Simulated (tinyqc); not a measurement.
Electron mobility in a silicon inversion layer, empirical terms and Matthiessen rule: one step of the calculation.

Inversion layer of sheet density Ns on a uniformly doped body. The mobility terms are empirical power laws with prefactors chosen for the exercise; adding their inverses (Matthiessen) is itself an approximation.

Task. Inversion density for the measured current. I = (W/L) q Ns mu Vd. E = q (Ndep + eta Ns)/(eps0 eps_r) in MV/cm. With t = T/(300 K): muC = Ac (Ns/1e12 cm^-2) t/(Nb/1e17 cm^-3 + Nit/1e11 cm^-2), muP = Ap E^(-1/3) t^(-1.75), muS = As E^(-gs); 1/mu is the sum of the inverses. Ns(new) = I/((W/L) q mu Vd).

Inputs (values chosen for the exercise); material values close to those of silicon: temperature T = 250 K; relative permittivity of the semiconductor eps_r = 11.7; body doping Nb = 4e17 cm^-3; weight of the inversion charge in the effective field eta = 0.5; phonon-limited mobility at 1 MV/cm and 300 K Ap = 413 cm^2/(V s); roughness-limited mobility at 1 MV/cm As = 1010 cm^2/(V s); exponent of the roughness term gs = 2; Coulomb prefactor Ac = 1500 cm^2/(V s); charge at the interface Nit = 4.7e10 cm^-2; ratio W/L WL = 1; drain voltage Vd = 0.01 V; measured linear current I = 0.534 uA.

Constants: q = 1.602176634e-19 C, eps0 = 8.8541878128e-14 F/cm where lengths are in cm. Results are converted to the units shown.

Ns at the start = 7e11 cm^-2
Ndep = 2.5522958e12 cm^-2

Give: E; mu; Ns after iteration 1.

Result.

E = 0.44887 MV/cm
mu = 150.25 cm^2/(V s)
Ns after iteration 1 = 2.2183e12 cm^-2

Program tinyqc, `OMP_NUM_THREADS=1 python tinyqc.py 2510036 2510037 out.jsonl`; Intel Xeon 2.30GHz, shared host, one thread, about 0.01 s.
